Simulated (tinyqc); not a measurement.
From wire to sheet: nanosheet or nanowire with hard walls, valleys of the Ge type.

Four ellipsoidal valleys along <111>: inverse mass tensor w = 1/mt + (1/ml - 1/mt) a a^T with a the unit axis. Device axes: x along the channel, z = [001], y = z x x. The Gamma and Delta valleys are left out; the heavy Delta valleys, about 0.18 eV up, lie lowest once the L levels pass about 0.2 eV.

Hard walls around a W x H rectangle. The block w_c of w in (y, z) confines; the transport mass follows from 1/m_x = w_xx - w_xc w_c^-1 w_cx. The cross-section problem c (w_yy ky^2 + 2 w_yz ky kz + w_zz kz^2), c = hbar^2/2m0, is solved in products sin(n pi y/W) sin(l pi z/H), n, l = 1 to 12; if w_yz = 0 the levels are c pi^2 (w_yy n^2/W^2 + w_zz l^2/H^2). The w_yz term couples (n, l) to (n', l') by -2 c w_yz D_nn'(W) D_ll'(H) with D_nm(L) = 4 n m/(L (n^2 - m^2)) for n + m odd and 0 otherwise.

Without degeneracy the line density is N1 exp((EF - Ec)/kB T) with N1 = sum 2 g sqrt(m_x kB T/(4 pi c)) exp(-E/kB T), here over n, l up to 80 where w_yz = 0 and over all levels of a 12 x 12 sine basis otherwise; the classical value is W H Nc with Nc = 2 g_all (m_dos kB T/(4 pi c))^(3/2), m_dos = (ml mt^2)^(1/3); dVt = kB T ln(W H Nc/N1).

Constants: hbar^2/2m0 = 3.80998211 eV angstrom^2; kB = 8.617333262e-05 eV/K.

Inputs chosen for the exercise (near those of Ge; shifted at random, so the results belong to these values and not to a real crystal):
- ml = 1.573 m0 (longitudinal mass)
- mt = 0.083 m0 (transverse mass)
- T = 300 K (temperature)
- g_all = 4 (number of valleys)
- channel = 110 (transport direction x on a (001) wafer)
- H = 62 angstrom (height, along z = [001])
- Ws = (30, 40, 50, 65, 85, 110, 140) angstrom (widths)

Valleys:

| group | valleys g | w_yy | w_zz | \|w_yz\| | m_x (m0) |
|---|---|---|---|---|---|
| A | 2 | 4.43988 | 8.24404 | 5.37989 | 0.08300 |
| B | 2 | 12.04819 | 8.24404 | 0.00000 | 1.07633 |

Lowest level of each group (groups ordered by w_zz, then w_yy) and dVt against the width.

Results:

| W (angstrom) | A1 (eV) | B1 (eV) | dVt (mV) |
|---|---|---|---|
| 30 | 0.2173 | 0.5840 | 208.1 |
| 50 | 0.1143 | 0.2619 | 117.2 |
| 65 | 0.0969 | 0.1879 | 101.4 |
| 85 | 0.0887 | 0.1434 | 89.7 |
| 110 | 0.0849 | 0.1181 | 81.4 |
| 140 | 0.0831 | 0.1038 | 76.3 |

Give the missing row, W (angstrom) = 40.

Computed row:
```
W (angstrom)  A1 (eV)  B1 (eV)  dVt (mV)
40             0.1438   0.3638     142.0
```

dVt falls from 208 to 76 mV. Group A is lowest at every width, by 367 meV in the narrowest and 21 meV in the widest. At the widest W the lowest level is 0.0831 eV; the film limit c pi^2 w_zz/H^2 of that group is 0.0806 eV.

Program tinyqc; command `OMP_NUM_THREADS=1 python tinyqc.py 1280312 1280313 out.jsonl`; about 0.3 s on one thread of a shared Intel(R) Xeon(R) Processor @ 2.30GHz.
